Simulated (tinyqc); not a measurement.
Plane-averaged potentials: correction of a charged-defect supercell by a model charge and potential alignment (plane-averaged potentials). Computed by tinyqc, a small Python program. Command: `OMP_NUM_THREADS=1 python tinyqc.py 3111661 3111662 out.jsonl align walk`. One thread of a shared host (Intel(R) Xeon(R) Processor @ 2.30GHz), about 0.01 s of CPU time with the checks.

The "true" defect charge is (1 - x) q in a Gaussian of width sigma plus x q in one of width sigma_t, so the exact answer is known; the correction sees only a single model Gaussian of width sigma_m. A Gaussian of width s has the transform rho(G) = exp(-G^2 s^2/2), normalised to 1. A uniform background cancels q, so G = 0 is left out. Potentials are those felt by a unit positive charge. E_0 is the formation energy of the isolated defect, E_cell its value in the supercell, E_lat = E_iso - E_per of the model charge, C the true less the model potential far from the defect; the exact correction is E_0 - E_cell, and the error of a scheme is E_cell plus its correction less E_0.

Inputs (values chosen for the exercise, with screening close to that of Al2O3): defect charge q = 1 e; dielectric constant eps = 8.94; edge of the cubic cell L = 10.4 angstrom; width sigma of the true defect charge = 0.83 angstrom; width sigma_m of the model charge = 0.74 angstrom; share x of the charge in a wide tail = 0.14; width sigma_t of the tail = 1.7 angstrom.

Constants: e^2/(4 pi eps_0) = 14.39964548 eV angstrom.

Method. Plane-averaged potential at distance z from the defect: V(z) = (4 pi q/(eps L^3)) (e^2/(4 pi eps_0 e)) sum_(m != 0) rho(G_m) cos(G_m z)/G_m^2, G_m = 2 pi m/L, |m| <= 40.

Potentials (V):
```
z/L   z (angstrom)      true     model  difference
0.00          0.00   0.10010   0.11187   -0.011769
0.05          0.52   0.09158   0.10119   -0.009617
0.10          1.04   0.06949   0.07451   -0.005023
0.15          1.56   0.04120   0.04216   -0.000968
0.20          2.08   0.01281   0.01131    0.001502
0.25          2.60  -0.01255  -0.01535    0.002799
0.30          3.12  -0.03378  -0.03724    0.003460
0.35          3.64  -0.05048  -0.05427    0.003786
0.40          4.16  -0.06250  -0.06643    0.003937
0.45          4.68  -0.06973  -0.07373    0.004000
0.50          5.20  -0.07215  -0.07617    0.004016
```

What does the comparison show, and why?

The difference moves by 0.08 mV between z/L = 0.4 and 0.5: a plateau.
